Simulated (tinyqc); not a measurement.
# Worked calculation: free and trapped electrons in a MOS channel with a dense trap tail

tinyqc, about 0.02 s, one thread, Intel Xeon 2.30GHz (shared host): `OMP_NUM_THREADS=1 python tinyqc.py 2222184 2222185 out.jsonl` Printed values are rounded.

p-type body, charge-sheet picture, full ionisation (an idealisation for deep acceptors), Boltzmann statistics for free electrons. e = Ec - EF at the surface. Acceptor-like traps of density D(E) = D0 + De exp(-E/Ew) at depth E below Ec, from 0 to Eu, hold n_t = integral of D(E)/(1 + exp((e - E)/Vt)). psi = Eg - Vt ln(Nv/Na) - e; N_dep = sqrt(2 eps0 eps_r Na (psi - Vt)/q); n_f = sqrt(N_dep^2 + 2 eps0 eps_r Vt Nc exp(-e/Vt)/q) - N_dep; Vg = Vfb + psi + q (N_dep + n_t + n_f)/Cox, Cox = eps0 eox/tox.

Inputs (values chosen for the exercise); band and dielectric values close to those of silicon:
- T = 250 K (temperature)
- Eg = 1.12 eV (band gap)
- eps_r = 11.7 (relative permittivity)
- Nc = 2.14e19 cm^-3 (conduction-band density of states at T)
- Nv = 1.99e19 cm^-3 (valence-band density of states at T)
- eox = 3.9 (relative permittivity of the insulator)
- tox = 44 nm (insulator thickness)
- Na = 8e16 cm^-3 (acceptor density)
- Vfb = -0.84 V (flat-band voltage without trapped charge)
- D0 = 2e11 cm^-2 eV^-1 (constant background density of acceptor-like traps)
- De = 2.9e13 cm^-2 eV^-1 (density of the tail at the conduction edge)
- Ew = 0.07 eV (decay energy of the tail)
- Eu = 0.57 eV (depth below Ec down to which the traps reach)
- mf = 150 cm^2/(V s) (mobility of free electrons)
- e = 0.032 eV (Ec - EF at the surface)

Constants: q = 1.602176634e-19 C, kB = 1.380649e-23 J/K, Vt = kB T/q, eps0 = 8.8541878128e-14 F/cm where lengths are in cm. Results are converted to the units shown.

Range of the model: EF lies less than 2 Vt below the band edge, or above it, where degeneracy and confinement, left out, matter.

## Trapped charge

Trapezoid rule on 13 equal steps from 0 to Eu, f = 1/(1 + exp((e - E)/Vt)).

E, point 0 to 13 (eV): [0, 0.0438462, 0.0876923, 0.131538, 0.175385, 0.219231, 0.263077, 0.306923, 0.350769, 0.394615, 0.438462, 0.482308, 0.526154, 0.57]
D(E) f, point 0 to 13 (cm^-2 eV^-1): [5.39080e12, 9.95628e12, 7.89097e12, 4.58386e12, 2.56412e12, 1.46520e12, 8.76397e11, 5.61561e11, 3.93265e11, 3.03305e11, 2.55219e11, 2.29516e11, 2.15777e11, 2.08433e11]
n_t = 1.40725e12 cm^-2

With 1600 steps n_t = 1.428e12 cm^-2; the coarse value is 1.5 % below it.

## Charges and gate voltage

psi, N_dep, n_f and Vg as defined, with the n_t given; free share n_f/(n_f + n_t); apparent mobility mf n_f/(n_f + n_t); gate voltage spent on traps q n_t/Cox.

psi = 0.969157 V
N_dep = 9.90120e11 cm^-2
n_f = 5.36379e11 cm^-2
Vg = 6.11840 V
free share = 27.5968 %
apparent mobility = 41.3952 cm^2/(V s)
gate voltage spent on traps = 2.87290 V
